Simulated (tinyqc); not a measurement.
Inside a calculation. Method: plane-wave Kohn-Sham cycle with exchange-only LDA in a layered model solid. One step of it, computed by the program tinyqc.

Question. Iteration 2: Hamiltonian at one k. H(m,m') = (k + G_m)^2/2 delta + V(G_m - G_m'), with V(-G) = V(G).

A solid whose potential varies along x alone (atomic units):
```
parameter                      value
period a                   11.200000
cross-section of the cell  21.000000
electrons per cell                 2
grid points                       16
plane waves -n..n, n               3
k points                           1
V1 in V1 cos(2 pi x/a)     -0.120000
```

V(G_m), m = 0, 1, 2, ... (hartree): -0.200860  -0.045226  0.000302  -0.000020  0.000001  0.000001  0.000000

k = 0.000000 2 pi / a

Give: H.

Answer.

H (hartree):
```
         -3       -2       -1       +0       +1       +2       +3
-3   1.2154  -0.0452   0.0003   0.0000   0.0000   0.0000   0.0000
-2  -0.0452   0.4286  -0.0452   0.0003   0.0000   0.0000   0.0000
-1   0.0003  -0.0452  -0.0435  -0.0452   0.0003   0.0000   0.0000
+0   0.0000   0.0003  -0.0452  -0.2009  -0.0452   0.0003   0.0000
+1   0.0000   0.0000   0.0003  -0.0452  -0.0435  -0.0452   0.0003
+2   0.0000   0.0000   0.0000   0.0003  -0.0452   0.4286  -0.0452
+3   0.0000   0.0000   0.0000   0.0000   0.0003  -0.0452   1.2154
```
